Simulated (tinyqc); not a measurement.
Power law or saturation: oxide trap near a transistor channel: two-state multiphonon kinetics, telegraph noise and bias instability. Computed by tinyqc, a small Python program. Command: `OMP_NUM_THREADS=1 python tinyqc.py 3018184 3018185 out.jsonl oxidetrap walk`. One thread of a shared host (Intel(R) Xeon(R) Processor @ 2.30GHz), about 0.01 s of CPU time with the checks.

An n-channel device under positive gate bias. The trap is empty (state 1) or holds an electron (state 2); both states are parabolas of equal curvature, and the electron reservoir is taken at the Fermi level of the channel.

Inputs (values chosen for the exercise, with an insulator like SiO2 on silicon):

| quantity | value | unit |
|---|---|---|
| attempt rate k_0 at the interface | 1e+11 | 1/s |
| temperature T | 450 | K |
| mean capture barrier mu_c | 1.1 | eV |
| spread of the barriers s_c | 0.15 | eV |
| saturation shift dV_max | 24 | mV |

Parts treated: one trap and an ensemble.

Constants: k_B = 8.617333262e-05 eV/K.

Method. For a normal spread of capture barriers (given for the stress field, with depth and field not resolved, k_0 being taken as the effective rate of the ensemble), traps with barrier below k_B T ln(k_0 t) are filled: dV(t) = (dV_max/2) erfc((mu_c - k_B T ln(k_0 t))/(sqrt(2) s_c)); local exponent n = d ln dV/d ln t (central difference, factor 1.01 in t). The extrapolation continues the power law fitted through 10 s and 1000 s.

Against stress time:

| t (s) | shift (mV) | local exponent | power law (mV) | shift at T + 50 K (mV) |
|---|---|---|---|---|
| 1.00e-03 | 0.122 | 7.4654e-01 | 2.59 | 0.494 |
| 1.00e-01 | 2.008 | 4.7511e-01 | 5.14 | 5.664 |
| 1.00e+01 | 10.190 | 2.3855e-01 | 10.19 | 17.446 |
| 1.00e+03 | 20.194 | 7.4315e-02 | 20.19 | 23.351 |
| 1.00e+05 | 23.658 | 9.4911e-03 | 40.02 | 23.986 |
| 1.00e+07 | 23.991 | 3.3939e-04 | 79.31 | 24.000 |
| 3.00e+08 | 24.000 | 1.1787e-05 | 131.44 | 24.000 |

What follows from these numbers?

The exponent falls from 0.747 to 0.000 as the front climbs the distribution, so the power law overstates the shift at 3e8 s (about ten years) by a factor 5.48. Heating by 50 K raises the shift at 1000 s by a factor 1.16: time and temperature enter only through T ln(k_0 t).
